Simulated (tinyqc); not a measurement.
What each parameter does: deformation-potential model of the L valleys of a conduction band.

Valleys with axes along [111], [1-1-1], [-11-1] and [-1-11], one whole valley each. Herring-Vogt shift of a valley with unit axis a: dE = Xd tr(e) + Xu a.e.a. Non-degenerate shares n_i = exp(-dE_i/kT)/sum_j exp(-dE_j/kT). Inverse mass tensor of a valley: (1 - a a)/mt + a a/ml; the masses are taken as independent of strain.

s11 = (C11 + C12)/((C11 - C12)(C11 + 2 C12)), s12 = -C12/((C11 - C12)(C11 + 2 C12)), s44 = 1/C44; exx = s11 sxx + s12 (syy + szz) and cyclic, exy = s44 sxy/2; tension is positive. A uniaxial stress X along the unit vector n is s_ij = X n_i n_j.

Constants: kB = 8.617333262e-05 eV/K.

Inputs chosen for the exercise (near those of Ge; shifted at random, so the results belong to these values and not to a real crystal): ml = 1.527 m0 (longitudinal mass); mt = 0.08 m0 (transverse mass); Xd = -6.72 eV (dilation potential); Xu = 15.86 eV (uniaxial potential); C11 = 128.6 GPa; C12 = 48.1 GPa; C44 = 66.3 GPa; load = uniaxial [110] (kind of stress); X = 1.59 GPa (stress); T = 77 K (temperature).

Spread of the valley edges, lowest edge, largest share and m_c along [1-10].

Results for these values:

| case | spread (meV) | lowest edge (meV) | largest share | m_c (m0) |
|---|---|---|---|---|
| base | 126.78 | -73.53 | 0.5000 | 0.2172 |

What happens to each result for X = 1.908 GPa, all else kept?

Answer: spread rises from 126.78 to 152.14; lowest edge falls from -73.53 to -88.24; largest share does not change at the printed digits; m_c does not change at the printed digits.

The same for each parameter in turn:

| case | spread (meV) | lowest edge (meV) | largest share | m_c (m0) |
|---|---|---|---|---|
| base | 126.78 | -73.53 | 0.5000 | 0.2172 |
| ml = 1.832 m0 | 126.78 | -73.53 | 0.5000 | 0.2207 |
| mt = 0.064 m0 | 126.78 | -73.53 | 0.5000 | 0.1772 |
| Xd = -5.376 eV | 126.78 | -64.02 | 0.5000 | 0.2172 |
| Xu = 12.688 eV | 101.43 | -68.33 | 0.5000 | 0.2172 |
| C11 = 102.88 GPa | 126.78 | -74.84 | 0.5000 | 0.2172 |
| C12 = 38.48 GPa | 126.78 | -74.48 | 0.5000 | 0.2172 |
| C44 = 53.04 GPa | 158.48 | -89.38 | 0.5000 | 0.2172 |
| X = 1.908 GPa | 152.14 | -88.24 | 0.5000 | 0.2172 |
| T = 92.4 K | 126.78 | -73.53 | 0.5000 | 0.2172 |

Xd moves all valleys together, so it shifts the edge and nothing else.

Computed by tinyqc, a small Python program: `OMP_NUM_THREADS=1 python tinyqc.py 1080590 1080591 out.jsonl` (the numbers bound the seed that draws the inputs); one thread of a shared host (Intel(R) Xeon(R) Processor @ 2.30GHz), about 0.04 s for the whole set of steps.
